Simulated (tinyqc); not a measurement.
From results to parameters: Luttinger model of the valence bands. Computed by the program tinyqc.

Problem. In the four-band Luttinger model 1/m = g1 -/+ 2 g2 along [100] and g1 -/+ 2 g3 along [111]. Find g1, g2, g3 and the light hole mass along [111].

heavy and light hole masses along [100] (electron masses): 0.144092  0.054885
heavy hole mass along [111] = 0.163399 electron masses

Solution. The mean of the two inverse masses along [100] is g1 and a quarter of their difference is g2; g3 = (g1 - 1/m_hh[111])/2.

g1, g2, g3: 12.580  2.820  3.230
light hole mass along [111] = 0.053 electron masses
